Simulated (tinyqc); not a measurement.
Lateral field, substrate current, probability of reaching the oxide barrier and hot-carrier lifetime of a silicon transistor (pseudo-two-dimensional and lucky-electron models). Changing the length of the depleted extension L_n. Computed by tinyqc, a small Python program. Command: `OMP_NUM_THREADS=1 python tinyqc.py 3013355 3013356 out.jsonl hotcar sweep`. One thread of a shared host (Intel(R) Xeon(R) Processor @ 2.30GHz), about 0.01 s of CPU time with the checks.

Local-field models: a lucky carrier gains its energy at the peak field over a path free of collisions. Voltages are magnitudes.

Inputs (values chosen for the exercise, modelled on a silicon n-channel):
```
quantity                             value                      unit
channel length L                       920                        nm
oxide thickness t                       19                        nm
junction depth x_j                     180                        nm
mobility mu                            320                cm^2/(V s)
saturation velocity v_s               0.92                  1e7 cm/s
threshold voltage V_T                 0.76                         V
gate voltage V_G                         5                         V
drain voltage V_D                      7.1                         V
ionisation prefactor A_i           1.8e+06                      1/cm
ionisation field B_i                  1.62                     MV/cm
hot-carrier mean free path lambda      6.9                        nm
oxide barrier phi_b                    3.1                        eV
interface-trap threshold phi_it        3.7                        eV
lifetime constant H                    300  s microampere/micrometre
```

Drain: lightly doped extension.

Constants: eps_0 = 8.8541878128e-12 F/m.

Method:
- C_ox = 3.9 eps_0/t; F_sat = 2 v_s/mu; V_Dsat = V_ov F_sat L/(V_ov + F_sat L), V_ov = V_G - V_T; I_D/W = C_ox v_s (V_ov - V_Dsat).
- Scale length l = 0.22 t^(1/3) x_j^(1/2) (all in cm); F_m = sqrt(((V_D - V_Dsat)/l_e)^2 + F_sat^2), with l_e = l + L_n; length of the velocity-saturated region l_e ln((V_D - V_Dsat)/(l_e F_sat) + F_m/F_sat).
- Substrate current I_sub/I_D = (A_i/B_i)(V_D - V_Dsat) exp(-B_i/F_m); probability of reaching the oxide barrier exp(-phi_b/(e lambda F_m)); lifetime tau = (H/(I_D/W)) exp(phi_it/(e lambda F_m)).
- V_10 solves tau = 3.156e8 s at the given V_G. The extrapolation fits ln(tau) against 1/V_D at 1, 1.08, 1.16 and 1.25 times the given V_D (rounded to 3 digits) by least squares and reads off the same tau.

One run for each value; columns: (1) length of the depleted extension L_n (nm); (2) peak field F_m (kV/cm); (3) substrate current I_sub/W (microampere/micrometre); (4) lifetime tau (s); (5) ten-year drain voltage V_10 (V):
```
(1)      (2)        (3)        (4)    (5)
9.2    384.6  2.465e+01  1.079e+06   5.69
15.0   367.9  2.036e+01  2.031e+06   5.84
23.0   347.2  1.566e+01  4.842e+06   6.06
58.0   279.4  5.044e+00  2.060e+08   6.99
92.0   235.7  1.724e+00  7.190e+09   7.90
150.0  187.7  2.973e-01  2.420e+12   9.45
230.0  148.9  3.130e-02  4.166e+15  11.59
```

Give the missing row, length of the depleted extension L_n (nm) = 37.0.

Computed row; columns: (1) length of the depleted extension L_n (nm); (2) peak field F_m (kV/cm); (3) substrate current I_sub/W (microampere/micrometre); (4) lifetime tau (s); (5) ten-year drain voltage V_10 (V):
```
(1)     (2)        (3)        (4)   (5)
37.0  316.3  9.923e+00  2.193e+07  6.43
```

Interpolating between the two neighbouring rows (the first column on a logarithmic scale, the others too where they are positive) misses most in lifetime tau (s), by 52 %. Over the rows, peak field F_m (kV/cm) falls from 385 to 149 (exponent d ln y / d ln x -0.091 between the first rows and -0.54 between the last); substrate current I_sub/W (microampere/micrometre) falls from 24.7 to 0.0313 (exponent d ln y / d ln x -0.39 between the first rows and -5.3 between the last); lifetime tau (s) rises from 1.08e6 to 4.17e15 (exponent d ln y / d ln x 1.3 between the first rows and 17 between the last). The extension spreads the same voltage over a longer distance; its series resistance, left out, is the price.

Caution (rows 230): the saturated region fills most of the channel, so the split into two regions is rough.

Extremes, crossings and ranges named in words are read from the listed rows.
